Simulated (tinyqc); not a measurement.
Rate against temperature: collinear exchange A + BC -> AB + C on a London-Eyring-Polanyi-Sato surface: saddle, string of images and rate. Computed by tinyqc, a small Python program. Command: `OMP_NUM_THREADS=1 python tinyqc.py 3110796 3110797 out.jsonl leps walk`. One thread of a shared host (Intel(R) Xeon(R) Processor @ 2.30GHz), about 0.06 s of CPU time with the checks.

x = r(AB), y = r(BC), r(AC) = x + y. V is counted from separated atoms, the barrier from A + BC, that is V + D(BC).

Inputs (values chosen for the exercise, bond data loosely for abstraction of hydrogen from a Ge-H bond by a hydrogen atom; the barrier is not fitted):
```
quantity            value           unit
D(AB)                4.76             eV
r0(AB)              0.742       angstrom
beta(AB)             1.94     1/angstrom
D(BC)                3.59             eV
r0(BC)               1.53       angstrom
beta(BC)             1.45     1/angstrom
D(AC)                3.62             eV
r0(AC)               1.53       angstrom
beta(AC)             1.45     1/angstrom
Sato parameter S     0.07              -
mass of A           1.008              u
mass of B           1.008              u
mass of C            72.6              u
temperature T         700              K
step of the string  0.015  angstrom^2/eV
```

Constants: nu for 1 eV/(angstrom^2 u) = 15.6333042 THz; h x 1 THz = 4.135667696 meV; k_B = 1.380649e-23 J/K; u = 1.6605390666e-27 kg; k_B = 8.617333262e-05 eV/K.

Method:
- For each pair, with u = exp(-beta (r - r0)): Q = D [(3 + S) u^2 - (2 + 6 S) u]/(4 (1 + S)), J = D [(1 + 3 S) u^2 - (6 + 2 S) u]/(4 (1 + S)); V = Q1 + Q2 + Q3 - sqrt(((J1 - J2)^2 + (J2 - J3)^2 + (J3 - J1)^2)/2).
- String of 9 images between the fixed ends (r0(AB) + 2, r0(BC)) and (r0(AB), r0(BC) + 2), started on the two straight legs through (r0(AB) + 0.3, r0(BC) + 0.3): each iteration moves the inner images by -step x gradient (central differences) and spaces them evenly again along the broken line (coordinates are kept between 0.2 and 8 angstrom); stop when no coordinate changes by more than 1e-5 angstrom, at most 400 iterations.
- From the highest inner image, z -> z - H^-1 g with gradient g and Hessian H by central differences, steps capped at 0.15 angstrom, 12 steps.
- Wilson matrix G = [[1/m_A + 1/m_B, -1/m_B], [-1/m_B, 1/m_B + 1/m_C]]; eigenvalues lambda of G H give nu = 15.6333042 THz x sqrt(|lambda|), the negative one being imaginary. Reactant: nu_BC from k = 2 D beta^2 and 1/m_B + 1/m_C. Skew angle: cos = sqrt(m_A m_C/((m_A + m_B)(m_B + m_C))).
- One-dimensional rate constant without tunnelling, k = sqrt(k_B T/(2 pi mu)) [sinh(h nu_BC/(2 k_B T))/sinh(h nu_s/(2 k_B T))] exp(-barrier/(k_B T)) with mu = m_A (m_B + m_C)/(m_A + m_B + m_C); Wigner factor 1 + (h nu_i/(k_B T))^2/24; adiabatic barrier = barrier + h (nu_s - nu_BC)/2.

nu_BC = 60.9179 THz

real frequency at the saddle = 29.5544 THz

barrier = 0.408962 eV

imaginary frequency = 58.1013 THz

adiabatic barrier = 0.344108 eV

Rates; the last column is k_B T^2 d ln k/dT:
```
T (K)    k (cm/s)  Wigner factor  activation energy (eV)
300    1.0561e-01         4.5997                 0.35811
400    3.4669e+00         3.0248                 0.36480
550    6.4747e+01         2.0710                 0.37659
750    5.6159e+02         1.5759                 0.39293
1000   2.6560e+03         1.3240                 0.41193
1400   1.0836e+04         1.1653                 0.43848
2000   3.3503e+04         1.0810                 0.47265
```

What follows from these numbers?

The activation energy goes from 0.358 eV at 300 K, near the adiabatic barrier plus k_B T/2 (0.357), to 0.473 eV at 2000 K; the classical limit is the barrier plus k_B T/2 (0.495).

Extremes, crossings and ranges named in words are read from the listed rows.
